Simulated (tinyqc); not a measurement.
Comparisons within one model: recursion (Haydock) method for the local density of states: impurity site of a cubic lattice. A value that a table varies takes the place of the one given here.

One orbital a site at energy 0, hopping -t to the 6 nearest neighbours of a cubic lattice; the start u0 is a site in the bulk, with energy V. Recursion: a_n = <u_n|H|u_n>, b_(n+1) u_(n+1) = (H - a_n) u_n - b_n u_(n-1), b > 0. G(z) = 1/(z - a0 - b1^2/(z - a1 - b2^2/(...))), z = E + i eta. After n levels the tail is b_n^2 T with the square-root terminator T = (z - sqrt(z - 2b) sqrt(z + 2b))/(2 b^2), b = 3t so that the band edges lie at -/+ 6t.

Reference: the closed form for a chain (bulk 1/sqrt(z^2 - 4t^2), end site (z - sqrt(z^2 - 4t^2))/(2t^2)), averaged over 400 points (j + 1/2) pi/400 in each remaining direction with z shifted by 2t cos k, then G/(1 - V G).

Inputs chosen for the exercise: t = 0.57 eV (hopping); V = 0 eV (shift of the starting site); eta = 0.028 eV (broadening); n = 4 (levels kept); E = 1.04 eV (energy).

## How many levels, and whether to terminate

Energies as fractions of the half width 6t.

Density (1/eV):
```
fraction  E (eV)  2 levels  4 levels  7 levels  7, no terminator  reference
-1.10     -3.762    0.0014    0.0014    0.0014            0.0014     0.0014
-0.90     -3.078    0.0361    0.0392    0.0374            0.0470     0.0376
-0.60     -2.052    0.1075    0.0990    0.0993            0.0136     0.1011
-0.35     -1.197    0.1897    0.2073    0.2085            2.2498     0.2117
-0.15     -0.513    0.2549    0.2518    0.2540            0.0165     0.2481
0.00       0.000    0.2747    0.2504    0.2420            3.5880     0.2478
0.15       0.513    0.2549    0.2518    0.2540            0.0165     0.2481
0.35       1.197    0.1897    0.2073    0.2085            2.2498     0.2117
0.60       2.052    0.1075    0.0990    0.0993            0.0136     0.1011
0.90       3.078    0.0361    0.0392    0.0374            0.0470     0.0376
1.10       3.762    0.0014    0.0014    0.0014            0.0014     0.0014
```

Largest errors against the reference: 0.0269 (2 levels), 0.0045 (4), 0.0059 (7) and 3.340 without terminator, which leaves seven broadened spikes in place of a band. With seven levels the error is largest at E = -0.51 and 0.51 eV. The error does not fall at every step in the number of levels.

## Bound state above the band

A level solves G0(E) = 1/V for E above the band, G0 being the fraction for V = 0 with m levels and terminator; a dash: none.

Level (eV):
```
V/t  V (eV)  3 levels  7 levels
0.5   0.285         -         -
1.0   0.570         -         -
2.0   1.140         -         -
3.0   1.710         -         -
3.5   1.995         -         -
4.0   2.280    3.4230    3.4204
4.5   2.565    3.5016    3.4974
6.0   3.420    4.0498    4.0492
8.0   4.560    5.0102    5.0101
```

threshold V/t with 7 levels = 3.971

In three dimensions G0 is finite at the edge: a level needs V/t above 3.957 (from the closed form of the Watson integral); seven levels give 3.971. At V = 8t three and seven levels give 5.0102 and 5.0101 eV.

## What each setting does

G at z = E + i eta with n levels and terminator. Each row changes one parameter from the base and keeps the others.

Results:
```
case            Re G (1/eV)  density (1/eV)
base                 0.3976          0.2258
t = 0.627 eV         0.3252          0.2137
V = 0.5 eV           0.0871          0.2941
n = 5                0.4128          0.2310
E = 1.15 eV          0.4398          0.2132
eta = 0.056 eV       0.3886          0.2222
```

The largest shifts from the base row, up to three for each result and ties (the steps differ in size, so this ranks the rows, not the parameters). Re G (1/eV): V -0.3105, t -0.0724, E +0.0423. density (1/eV): V +0.0683, E -0.0126, t -0.0121.

Program tinyqc; command `OMP_NUM_THREADS=1 python tinyqc.py 1480455 1480456 out.jsonl`; about 0.08 s on one thread of a shared Intel(R) Xeon(R) Processor @ 2.30GHz.
